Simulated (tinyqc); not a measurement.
From a target to a composition: alloy A(1-x)B(x) by interpolation with bowing. Five cases, with inputs chosen for the exercise.

Problem. An alloy A(1-x)B(x) has the gap E(x) = (1 - x) E_A + x E_B - C1 x (1 - x) at Gamma, C1 the first entry of C. Which x puts hc/E at the given wavelength, and what is the mismatch (a_sub - a(x))/a(x) to a substrate of A, with Vegard for a(x)?

Constants: hc = 1239.841984 eV nm.

Find: target gap; x; mismatch.

Method. Solve C1 x^2 + (E_B - E_A - C1) x + E_A - hc/wavelength = 0; the gap is monotonic in x because |E_B - E_A| > C1, so one root lies between 0 and 1. Whether Gamma is the lowest valley there, and whether such a mismatch can be grown coherently, are separate questions.

Case 1.

Values chosen (out of a larger set: A near Ge, B near Si; not measured data): a = (5.658, 5.432) angstrom (lattice constant of A, B); Eg = (0.908, 4.192) eV (gap at Gamma to the s-like level of A, B); C = (0.172, 0.209, 0) eV (bowing of the Gamma, X and L gaps).

wavelength = 1131.925 nm

Solution.

target gap = 1.0953 eV
x = 0.060
mismatch = 0.240 %

Case 2.

Values chosen (out of a larger set: A near Ge, B near Si; not measured data): a = (5.663, 5.431) angstrom (lattice constant of A, B); Eg = (0.891, 4.133) eV (gap at Gamma to the s-like level of A, B); C = (0.174, 0.206, 0) eV (bowing of the Gamma, X and L gaps).

wavelength = 982.703 nm

Solution.

target gap = 1.2617 eV
x = 0.120
mismatch = 0.494 %

Case 3.

Values chosen (out of a larger set: A near GaAs, B near GaP; not measured data): a = (5.65, 5.459) angstrom (lattice constant of A, B); Eg = (1.527, 2.876) eV (gap at Gamma to the s-like level of A, B); C = (0.19, 0.3, 0.192) eV (bowing of the Gamma, X and L gaps).

wavelength = 522.104 nm

Solution.

target gap = 2.3747 eV
x = 0.660
mismatch = 2.282 %

Case 4.

Values chosen (out of a larger set: A near InAs, B near AlAs; not measured data): a = (6.05, 5.662) angstrom (lattice constant of A, B); Eg = (0.422, 3.123) eV (gap at Gamma to the s-like level of A, B); C = (0.818, 0, 0) eV (bowing of the Gamma, X and L gaps).

wavelength = 1252.312 nm

Solution.

target gap = 0.9900 eV
x = 0.270
mismatch = 1.762 %

Case 5.

Values chosen (out of a larger set: A near Ge, B near Si; not measured data): a = (5.657, 5.426) angstrom (lattice constant of A, B); Eg = (0.903, 4.23) eV (gap at Gamma to the s-like level of A, B); C = (0.205, 0.208, 0) eV (bowing of the Gamma, X and L gaps).

wavelength = 513.259 nm

Solution.

target gap = 2.4156 eV
x = 0.470
mismatch = 1.957 %

Computed by tinyqc, one run a case: `OMP_NUM_THREADS=1 python tinyqc.py N N+1 out.jsonl` with N = 1050164, 1050176, 1050198, 1050209, 1050338; one thread of a shared Intel(R) Xeon(R) Processor @ 2.30GHz, about 0.01 s a run at most.
